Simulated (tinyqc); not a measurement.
Reverse leakage of an n+-p junction: diffusion, generation, trap-assisted and band-to-band tunnelling: leakage components against the temperature.

One-sided abrupt junction in the depletion approximation, x from the junction (0) to W on the p side, field F = F0 (1 - x/W). Flat quasi-Fermi levels, long p side. Traps generate through SRH with both lifetimes shortened by 1 + Gamma (Hurkx enhancement, form for moderate fields); band-to-band generation is local and needs a total bending above Eg.

Nc and Nv are given at 400 K and scale as (T/400 K)^1.5; all else is held fixed. ni = sqrt(Nc Nv) exp(-Eg/(2 Vt)), Eg in volts; Vbi = Vt ln(Na Nd/ni^2); W = sqrt(2 eps0 eps_r (Vbi + VR)/(q Na)); F0 = 2 (Vbi + VR)/W; FG = sqrt(24 mt m0 (kB T)^3)/(q hbar); J_diff = q ni^2 sqrt(Dn/tau)(1 - exp(-VR/Vt))/Na. u = (Vbi + VR)(1 - x/W)^2, p = Na exp(-u/Vt), n = Nd exp((u - Vbi - VR)/Vt); G0 = ni^2 (1 - exp(-VR/Vt))/(tau (n + p + 2 ni cosh(Et/Vt))); Gamma = 2 sqrt(3 pi)(F/FG) exp((F/FG)^2); trap-assisted part G0 Gamma; G_bb = Ab F^2.5 exp(-Bb/F) with F in V/cm, zero unless Vbi + VR > Eg. Currents are q times the integrals over 0 to W; J_bb under 1e-8 of J is printed as 0; rows with F0/FG above 2.2, beyond the range of this Gamma, are left out.

Parameters, values chosen for the exercise; band and dielectric values those of a made-up semiconductor: band gap Eg = 0.906 eV; relative permittivity eps_r = 15.4; conduction-band density of states at the reference temperature Nc = 3.2e17 cm^-3; valence-band density of states at the reference temperature Nv = 1.28e19 cm^-3; acceptor density of the lighter side Na = 6.4e16 cm^-3; donor density of the heavier side Nd = 1e19 cm^-3; SRH lifetime of both carriers at zero field tau = 5e-7 s; trap level above the intrinsic level Et = 0.01 eV; tunnelling mass mt = 0.056 m0; electron diffusion coefficient on the lighter side Dn = 4.4 cm^2/s; band-to-band prefactor Ab = 3.7e16 cm^-0.5 V^-2.5 s^-1; band-to-band field constant Bb = 8.47e6 V/cm; reverse bias VR = 2.5 V.

Constants: q = 1.602176634e-19 C, kB = 1.380649e-23 J/K, hbar = 1.054571817e-34 J s, m0 = 9.1093837015e-31 kg, Vt = kB T/q, eps0 = 8.8541878128e-14 F/cm where lengths are in cm. Results are converted to the units shown.

Results:

| T (K) | F0 (kV/cm) | F0/FG | J_diff (A/cm^2) | J_SRH (A/cm^2) | J_TAT (A/cm^2) | J_bb (A/cm^2) | J (A/cm^2) | largest part |
|---|---|---|---|---|---|---|---|---|
| 220 | 226 | 2.06 | 8.90e-18 | 8.60e-11 | 8.05e-9 | 5.77e-12 | 8.14e-9 | trap-assisted tunnelling |
| 250 | 226 | 1.70 | 4.04e-15 | 1.90e-9 | 6.12e-8 | 5.48e-12 | 6.31e-8 | trap-assisted tunnelling |
| 280 | 226 | 1.43 | 5.14e-13 | 2.20e-8 | 3.60e-7 | 5.17e-12 | 3.82e-7 | trap-assisted tunnelling |
| 340 | 225 | 1.07 | 6.95e-10 | 8.44e-7 | 6.11e-6 | 4.54e-12 | 6.95e-6 | trap-assisted tunnelling |
| 370 | 225 | 0.939 | 1.10e-8 | 3.42e-6 | 1.88e-5 | 4.22e-12 | 2.23e-5 | trap-assisted tunnelling |
| 400 | 224 | 0.834 | 1.17e-7 | 1.13e-5 | 5.00e-5 | 3.90e-12 | 6.15e-5 | trap-assisted tunnelling |
| 430 | 224 | 0.747 | 9.09e-7 | 3.20e-5 | 1.17e-4 | 3.60e-12 | 1.50e-4 | trap-assisted tunnelling |

Estimate the missing row, T = 310 K.

Computed row:

| T (K) | F0 (kV/cm) | F0/FG | J_diff (A/cm^2) | J_SRH (A/cm^2) | J_TAT (A/cm^2) | J_bb (A/cm^2) | J (A/cm^2) | largest part |
|---|---|---|---|---|---|---|---|---|
| 310 | 225 | 1.23 | 2.64e-11 | 1.61e-7 | 1.65e-6 | 4.86e-12 | 1.82e-6 | trap-assisted tunnelling |

With this row back in the table: J rises from 8.14e-9 to 1.50e-4 A/cm^2. Trap-assisted tunnelling leads at T = 220 and in all other rows. Activation energies over the table: 0.984 eV for diffusion (Eg = 0.906 eV, raised by the T^3 of ni^2), 0.498 eV for SRH generation (Eg/2 + |Et| = 0.463 eV), 0.372 eV for the trap-assisted part, lower since Gamma grows on cooling; the total shows 0.323 eV at the cold end and 0.442 eV at the hot end.

Range of the model: The n+ side is degenerate, so Vbi from Boltzmann statistics is only a guide.

tinyqc, about 0.01 s, one thread, Intel Xeon 2.30GHz (shared host): `OMP_NUM_THREADS=1 python tinyqc.py 2290026 2290027 out.jsonl`
